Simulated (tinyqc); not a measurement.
## Gate sheet resistance from two finger widths

Problem. At low frequency R = Rsh Wf/(3 L) + B/Wf, where B collects the channel and vertical terms. Find Rsh, B and the width of lowest R.

Inputs (values chosen for the exercise):
```
symbol,value,unit,meaning
L,0.15,um,channel length
```

input resistance of single fingers, contacted at one end, of width 1.2 and 7.1 um (ohm): 263.33333  504.31925

Solution. R Wf is a straight line in Wf^2; the minimum of R lies where both terms are equal.

Rsh = 30.00 ohm/square
B = 220.0 ohm um
width of lowest R = 1.817 um

Computed by the program tinyqc: `OMP_NUM_THREADS=1 python tinyqc.py 2262070 2262071 out.jsonl`, one thread of a shared Intel Xeon 2.30GHz, about 0.01 s for the whole run.
